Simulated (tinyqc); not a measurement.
Inside a calculation. Method: plane-wave Kohn-Sham cycle with exchange-only LDA in a layered model solid. Computed by tinyqc, a small Python program that keeps every step. Settings: points = 16, plane-wave index or count = 3, electrons = 4, k points = 2, area = 30.0, mixing = 0.1, iteration cap = 75. Command: `OMP_NUM_THREADS=1 python tinyqc.py 21941 21942 out.jsonl` (the two numbers bound the seeds that draw the settings). One thread of a shared host (Intel(R) Xeon(R) Processor @ 2.60GHz), about 0.02 s of CPU time with the checks. Later iterations appear only in the table of the cycle.

## Iteration 1: potential

A solid whose potential varies along x alone (atomic units):
```
parameter                      value
period a                   12.600000
cross-section of the cell  30.000000
electrons per cell                 4
grid points                       16
plane waves -n..n, n               3
k points                           2
V1 in V1 cos(2 pi x/a)     -0.410000
V2 in V2 cos(4 pi x/a)     -0.280000
```

density at the start, on the grid x_j = j a/N (e/bohr^3): 0.01058201  0.01058201  0.01058201  0.01058201  0.01058201  0.01058201  0.01058201  0.01058201  0.01058201  0.01058201  0.01058201  0.01058201  0.01058201  0.01058201  0.01058201  0.01058201

V_H(G) = 4 pi rho(G)/G^2 for G != 0 (uniform background); v_x = -(3 rho/pi)^(1/3); V = V_ext + V_H + v_x; Fourier components f(G_m) = (1/N) sum_j f(x_j) exp(-i G_m x_j).

Potentials on the grid (hartree):
```
x              V_ext       V_H        v_x          V
0.000000   -0.690000  0.000000  -0.216195  -0.906195
0.787500   -0.576781  0.000000  -0.216195  -0.792976
1.575000   -0.289914  0.000000  -0.216195  -0.506109
2.362500    0.041090  0.000000  -0.216195  -0.175106
3.150000    0.280000  0.000000  -0.216195   0.063805
3.937500    0.354890  0.000000  -0.216195   0.138695
4.725000    0.289914  0.000000  -0.216195   0.073718
5.512500    0.180801  0.000000  -0.216195  -0.035395
6.300000    0.130000  0.000000  -0.216195  -0.086195
7.087500    0.180801  0.000000  -0.216195  -0.035395
7.875000    0.289914  0.000000  -0.216195   0.073718
8.662500    0.354890  0.000000  -0.216195   0.138695
9.450000    0.280000  0.000000  -0.216195   0.063805
10.237500   0.041090  0.000000  -0.216195  -0.175106
11.025000  -0.289914  0.000000  -0.216195  -0.506109
11.812500  -0.576781  0.000000  -0.216195  -0.792976
```

V(G_m), m = 0, 1, 2, ... (hartree): -0.216195  -0.205000  -0.140000  0.000000  0.000000  0.000000  0.000000

## Iteration 1: Hamiltonian at one k

k = 0.250000 2 pi / a

H(m,m') = (k + G_m)^2/2 delta + V(G_m - G_m'), with V(-G) = V(G).

H (hartree), lower triangle:
```
           -3         -2         -1         +0         +1         +2        +3
-3   0.724078
-2  -0.205000   0.164576
-1  -0.140000  -0.205000  -0.146258
+0   0.000000  -0.140000  -0.205000  -0.208425
+1   0.000000   0.000000  -0.140000  -0.205000  -0.021924
+2   0.000000   0.000000   0.000000  -0.140000  -0.205000   0.413244
+3   0.000000   0.000000   0.000000   0.000000  -0.140000  -0.205000  1.097079
```

## Iteration 1: levels at that k

Diagonalise the Hermitian matrix.

eigenvalues (hartree): -0.622157  -0.122390  0.069567  0.257196  0.478477  0.800199  1.161478

## Iteration 1: new density

Motion across x is left out: the lowest 2 band(s) hold two electrons at each of the k points (j + 1/2)/nk - 1/2. Residual R = rho(out) - rho(in); rho(new) = rho(in) + 0.1 R. rho(out) = 2/(a A nk) sum |psi|^2 with psi = sum c exp(i G x). Harris energy E = band energy - dV sum rho (V_H/2 + v_x) + (3/4) dV sum rho v_x with rho(in), dV = a A/N, band energy = (2/nk) sum of the filled levels.

rho(out) (e/bohr^3): 0.02595885  0.02750001  0.02430201  0.01313632  0.00420371  0.00118377  0.00065151  0.00050794  0.00038278  0.00050794  0.00065151  0.00118377  0.00420371  0.01313632  0.02430201  0.02750001

density after iteration 1 (e/bohr^3): 0.01211969  0.01227381  0.01195401  0.01083744  0.00994418  0.00964219  0.00958896  0.00957460  0.00956209  0.00957460  0.00958896  0.00964219  0.00994418  0.01083744  0.01195401  0.01227381

energy per cell = -1.27289989 hartree

## Iteration 2: potential

As before.

Potentials on the grid (hartree):
```
x              V_ext        V_H        v_x          V
0.000000   -0.690000   0.079018  -0.226197  -0.837179
0.787500   -0.576781   0.072886  -0.227152  -0.731046
1.575000   -0.289914   0.053902  -0.225162  -0.461173
2.362500    0.041090   0.024806  -0.217921  -0.152025
3.150000    0.280000  -0.006463  -0.211761   0.061776
3.937500    0.354890  -0.033170  -0.209596   0.112124
4.725000    0.289914  -0.052706  -0.209209   0.027999
5.512500    0.180801  -0.064522  -0.209105  -0.092827
6.300000    0.130000  -0.068487  -0.209014  -0.147500
7.087500    0.180801  -0.064522  -0.209105  -0.092827
7.875000    0.289914  -0.052706  -0.209209   0.027999
8.662500    0.354890  -0.033170  -0.209596   0.112124
9.450000    0.280000  -0.006463  -0.211761   0.061776
10.237500   0.041090   0.024806  -0.217921  -0.152025
11.025000  -0.289914   0.053902  -0.225162  -0.461173
11.812500  -0.576781   0.072886  -0.227152  -0.731046
```

V(G_m), m = 0, 1, 2, ... (hartree): -0.215939  -0.172683  -0.138558  0.000108  0.000326  0.000156  0.000030

## Iteration 2: Hamiltonian at one k

k = 0.250000 2 pi / a

As before.

H (hartree), lower triangle:
```
           -3         -2         -1         +0         +1         +2        +3
-3   0.724334
-2  -0.172683   0.164833
-1  -0.138558  -0.172683  -0.146001
+0   0.000108  -0.138558  -0.172683  -0.208168
+1   0.000326   0.000108  -0.138558  -0.172683  -0.021668
+2   0.000156   0.000326   0.000108  -0.138558  -0.172683   0.413500
+3   0.000030   0.000156   0.000326   0.000108  -0.138558  -0.172683  1.097335
```

## Iteration 2: levels at that k

As before.

eigenvalues (hartree): -0.563393  -0.092296  0.029405  0.250034  0.467494  0.784888  1.148033

## Iteration 2: new density

As before.

rho(out) (e/bohr^3): 0.02557168  0.02633038  0.02274610  0.01276565  0.00475481  0.00185841  0.00137462  0.00137359  0.00133334  0.00137359  0.00137462  0.00185841  0.00475481  0.01276565  0.02274610  0.02633038

density after iteration 2 (e/bohr^3): 0.01346489  0.01367947  0.01303322  0.01103026  0.00942524  0.00886381  0.00876753  0.00875450  0.00873921  0.00875450  0.00876753  0.00886381  0.00942524  0.01103026  0.01303322  0.01367947

energy per cell = -1.10533879 hartree

## Convergence

Stop when sqrt(dV sum R^2) is below 1e-8, dV = a A/N.

Course of the cycle:
```
iteration  E (hartree)  norm of the residual
1          -1.27289989              2.15e-01
2          -1.10533879              1.77e-01
3          -0.99962810              1.24e-01
4          -0.96040069              8.93e-02
5          -0.95067666              8.27e-02
6          -0.94577228              7.62e-02
7          -0.94229368              6.91e-02
8          -0.93962119              6.22e-02
9          -0.93752798              5.57e-02
10         -0.93588109              4.98e-02
11         -0.93458443              4.44e-02
...                ...                   ...
65         -0.92978295              8.77e-05
66         -0.92978295              7.81e-05
67         -0.92978295              6.96e-05
68         -0.92978295              6.21e-05
69         -0.92978294              5.53e-05
70         -0.92978294              4.93e-05
71         -0.92978294              4.39e-05
72         -0.92978294              3.91e-05
73         -0.92978294              3.49e-05
74         -0.92978294              3.11e-05
75         -0.92978294              2.77e-05
```

Not converged within 75 iterations: the residual falls steadily but slowly, by a factor of about 0.89 a step. Reruns (cap 100 unless said): mixing 0.5, Kerker q0 1.0: converged in 60 (E = -0.92978); mixing 0.3, Pulay depth 5: converged in 12 (E = -0.92978); the original settings with a cap of 400: converged in 145 (E = -0.92978).
